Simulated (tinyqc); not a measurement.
Front-illuminated p-i-n photodiode, quantum efficiency and bandwidth: two steps of the calculation.

Light enters through a p layer (0 to xp), a depleted layer (xp to xp + wi) and a thick n substrate, decaying as exp(-al x); one pass, no back reflection. Carriers made in the depleted layer are all collected; those in the neutral layers diffuse.

Parameters, values chosen for the exercise; values close to those of germanium at this wavelength:
- lam = 1310 nm (wavelength)
- al = 7220 1/cm (absorption coefficient)
- Rf = 0.3 (reflectance of the front face)
- eps_r = 15.4 (relative permittivity)
- xp = 0.081 um (thickness of the front p layer)
- wi = 1.7 um (thickness of the depleted layer)
- Dn = 30 cm^2/s (electron diffusion coefficient in the p layer)
- Ln = 12 um (electron diffusion length in the p layer)
- S = 3e6 cm/s (recombination velocity of the front surface)
- Lp = 61 um (hole diffusion length in the thick n substrate)
- ve = 6.18e6 cm/s (electron drift velocity)
- vh = 4.03e6 cm/s (hole drift velocity)
- dia = 280 um (diameter)
- RL = 50 ohm (load resistance)
- Cp = 20 fF (parasitic capacitance)
- f = 13 GHz (modulation frequency)

Constants: q = 1.602176634e-19 C, h = 6.62607015e-34 J s, c = 299792458 m/s, eps0 = 8.8541878128e-14 F/cm where lengths are in cm. Results are converted to the units shown.

Problem 1. Quantum efficiency. k = al Ln, s = S Ln/Dn, e = exp(-al xp); front layer f1 = (k/(k^2 - 1)) {[s + k - e (s cosh(xp/Ln) + sinh(xp/Ln))]/[s sinh(xp/Ln) + cosh(xp/Ln)] - k e}; depleted layer f2 = e (1 - exp(-al wi)); substrate f3 = e exp(-al wi) al Lp/(1 + al Lp); external efficiency (1 - Rf)(f1 + f2 + f3); responsivity = efficiency q lam/(h c).

Give: s; f1; f2; f3; external efficiency; responsivity.

Solution 1.

s = 120.0
f1 = 0.04397
f2 = 0.6668
f3 = 0.2703
external efficiency = 0.6867
responsivity = 0.7256 A/W

The front layer absorbs 5.68 % of the light that enters and collects 77.4 % of that. Diffusion from the neutral layers makes up 32.0 % of the current.

Problem 2. Response at one frequency. Drift response for pairs made in the depleted layer, a = al wi, g = 1 - exp(-a), u = 2 pi i f, te = wi/ve, th = wi/vh: electrons He = [g - a (exp(-a) - exp(-u te))/(u te - a)]/(u te g), holes Hh = [g - a (1 - exp(-a - u th))/(a + u th)]/(u th g); C = eps0 eps_r pi (dia/2)^2/wi + Cp; total |He + Hh|/sqrt(1 + (2 pi f RL C)^2), for the current of the depleted layer alone.

Find: te; th; He; Hh; |He + Hh|; C; total response.

Solution 2.

te = 27.51 ps
th = 42.18 ps
He = 0.3562-0.3714i
Hh = 0.1701-0.2425i
|He + Hh| = 0.8086
C = 4959 fF
total response = 0.03988

The drift response alone falls to 1/sqrt(2) at 16.7 GHz and the RC term alone at 0.642 GHz; together they give 0.641 GHz.

Numbers from tinyqc (`OMP_NUM_THREADS=1 python tinyqc.py 2250011 2250012 out.jsonl`; about 0.01 s on one thread of a shared Intel Xeon 2.30GHz).
